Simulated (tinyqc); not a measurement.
# Schottky diode by thermionic emission with image-force lowering and series resistance: a Richardson plot

Metal on an n-type semiconductor with one parabolic valley; V > 0 is forward bias (metal positive). I = I0 [exp(Vj/(n Vt)) - 1] with Vj = V - I Rs; I0 = S A* T^2 exp(-(phi - dphi)/Vt), the lowering dphi taken at zero bias.

A* = 4 pi q me m0 kB^2/h^3 (times 1e-4 for A/(cm^2 K^2)); Nc = 2 (2 pi me m0 kB T/h^2)^1.5 (times 1e-6 for cm^-3); xi = Vt ln(Nc/Nd), Vbi = phi - xi; surface field Em = sqrt(2 q Nd (Vbi - V - Vt)/(eps0 eps_r)); dphi = sqrt(q Em/(4 pi eps0 eps_r)). Here V = 0 in Em; phi is held fixed.

Values chosen for this exercise; band and dielectric values those of a made-up semiconductor: electron mass me = 0.0787 m0; relative permittivity eps_r = 9.8; barrier height seen from the metal phi = 0.55 eV; donor density Nd = 2e16 cm^-3; area S = 0.0073 cm^2.

Constants: q = 1.602176634e-19 C, kB = 1.380649e-23 J/K, h = 6.62607015e-34 J s, m0 = 9.1093837015e-31 kg, Vt = kB T/q, eps0 = 8.8541878128e-14 F/cm where lengths are in cm. Results are converted to the units shown.

A Richardson plot:
```
T (K),dphi (meV),I0 (A),ln(I0/(S T^2)),1/Vt (1/V)
200,29.670,2.1352e-10,-27.944,58.023
240,29.384,4.6460e-8,-22.926,48.352
280,29.076,2.2762e-6,-19.343,41.445
320,28.745,4.3652e-5,-16.656,36.264
360,28.391,4.4618e-4,-14.567,32.235
400,28.013,0.0029274,-12.897,29.011
450,27.503,0.019671,-11.227,25.788
```

I0 grows by 7.96 decades. The line through the end rows has the slope -0.5186 eV and the intercept ln(8.55 A/(cm^2 K^2)), against phi = 0.55 eV and A* = 9.46. The difference comes from the lowering: dphi falls from 29.7 to 27.5 meV.

Program tinyqc, `OMP_NUM_THREADS=1 python tinyqc.py 2640128 2640129 out.jsonl`; Intel Xeon 2.30GHz, shared host, one thread, about 0.01 s.
